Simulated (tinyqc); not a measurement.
# Single-junction solar cell, detailed-balance limit: what changes with what

Every photon above the gap Eg makes one pair and none below is absorbed; carriers thermalise at T and move without loss. Jsc = q fs X Phi(Eg, Ts); the dark current is J0 = q ge Phi(Eg, T)/ERE with the Boltzmann factor exp(V/Vt). The efficiency is the electrical power over fs X sigma Ts^4.

Parameters, values chosen for the exercise:
```
symbol,value,unit,meaning
T,320,K,cell temperature
Ts,5760,K,temperature of the black-body sun
fs,2.16e-5,,share of the hemisphere filled by the sun
X,100,,concentration
ERE,0.01,,external radiative efficiency
ge,1,,number of faces that emit
Eg,1.44,eV,band gap
```

Constants: q = 1.602176634e-19 C, kB = 1.380649e-23 J/K, h = 6.62607015e-34 J s, c = 299792458 m/s, Vt = kB T/q. Results are converted to the units shown.

Each table varies one quantity; the others keep the values above.

## Effect of the band gap

Photon flux above E from a black body at temperature T into a hemisphere: Phi(E, T) = A sum_k exp(-k E/th)[E^2 th/k + 2 E th^2/k^2 + 2 th^3/k^3], k = 1, 2, ..., with th = kB T/q in eV and A = 2 pi q^3/(h^3 c^2). J(V) = Jsc - J0 (exp(V/Vt) - 1); Voc = Vt ln(1 + Jsc/J0); at maximum power v = Vmp/Vt solves (1 + v) exp(v) = 1 + Jsc/J0. Pin = fs X sigma Ts^4, sigma = 2 pi^5 kB^4/(15 h^3 c^2). FF = Vmp Jmp/(Voc Jsc).

Effect of the band gap:
```
Eg (eV)  Jsc (mA/cm^2)  Voc (V)  Eg/q - Voc (V)       FF  efficiency (%)
0.5             8557.3  0.29977         0.20023  0.70946          13.499
0.7             7514.2  0.47849         0.22151  0.78772          21.007
0.9             6426.2  0.66080         0.23920  0.83142          26.187
1.1             5375.6  0.84512         0.25488  0.85944          28.960
1.3             4412.7   1.0307         0.26933  0.87902          29.653
1.5             3563.7   1.2170         0.28296  0.89352          28.745
1.7             2837.4   1.4040         0.29603  0.90472          26.732
1.9             2231.0   1.5913         0.30870  0.91364          24.059
2.1             1735.0   1.7789         0.32107  0.92093          21.083
```

As Eg goes from 0.5 to 2.1 eV, Jsc falls from 8560 to 1730 mA/cm^2, Voc rises from 0.300 to 1.78 V and the efficiency goes from 13.5 through a maximum of 29.7 (at Eg = 1.3 eV among the rows listed) to 21.1 %. A wider gap raises the voltage and loses photons, hence the maximum.

## Effect of the external radiative efficiency

Same model as above.

FF = Vmp Jmp/(Voc Jsc).

The same in every row: Jsc (mA/cm^2) = 3805.6.

Effect of the external radiative efficiency:
```
ERE     Voc (V)  Eg/q - Voc (V)       FF  efficiency (%)
1e-6    0.90708         0.53292  0.86672          22.192
1e-5    0.97058         0.46942  0.87337          23.928
0.0001   1.0341         0.40593  0.87933          25.667
0.001    1.0976         0.34243  0.88470          27.410
0.01     1.1611         0.27894  0.88958          29.155
0.1      1.2246         0.21544  0.89403          30.903
1        1.2881         0.15195  0.89810          32.654
```

As ERE goes from 1e-6 to 1, Jsc stays at 3810 mA/cm^2, Voc rises from 0.907 to 1.29 V and the efficiency rises from 22.2 to 32.7 %. Each decade of ERE is worth 63.5 mV (Vt ln 10). At ERE = 1 Voc lies within 6 Vt of the gap, where the Boltzmann form of the emission begins to fail.

Program tinyqc, `OMP_NUM_THREADS=1 python tinyqc.py 2820022 2820023 out.jsonl`; Intel Xeon 2.30GHz, shared host, one thread, about 0.01 s.
